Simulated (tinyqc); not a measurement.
From results back to parameters: propagation of a band-gap error through k.p and effective-mass formulas. Two cases, with inputs chosen for the exercise.

Problem. A calculation returned the electron mass below. With 1/me = 1 + Ep (E + 2 Dso/3)/(E (E + Dso)) and the given Ep and Dso, which gap E did it have, and by what factor is exp(-E/2kT) off against the gap Eg?

Constants: kB = 8.617333262e-05 eV/K.
Find: X = 1/me - 1; E; log10 of the factor.
Method. X E^2 + (X Dso - Ep) E - (2/3) Ep Dso = 0 has one positive root; the factor is exp((Eg - E)/2kT).

Case 1.

Values chosen (reference values near those of CdTe, gap at low temperature; the results hold for these values, not for the real material): Eg = 1.577 eV (gap at Gamma to the s-like level); Dso = 0.892 eV (spin-orbit splitting); Ep = 19.2 eV (Kane energy); T = 400 K (temperature).

me = 0.1822837 m0

Solution.

X = 1/me - 1 = 4.486
E = 4.021 eV
log10 of the factor = -15.40

Case 2.

Values chosen (reference values near those of CdTe, gap at low temperature; the results hold for these values, not for the real material): Eg = 1.581 eV (gap at Gamma to the s-like level); Dso = 0.921 eV (spin-orbit splitting); Ep = 18.9 eV (Kane energy); T = 300 K (temperature).

me = 0.0518044 m0

Solution.

X = 1/me - 1 = 18.303
E = 0.854 eV
log10 of the factor = 6.11

Computed by tinyqc, one run a case: `OMP_NUM_THREADS=1 python tinyqc.py N N+1 out.jsonl` with N = 1881164, 1881210; one thread of a shared Intel(R) Xeon(R) Processor @ 2.30GHz, about 0.01 s a run at most.
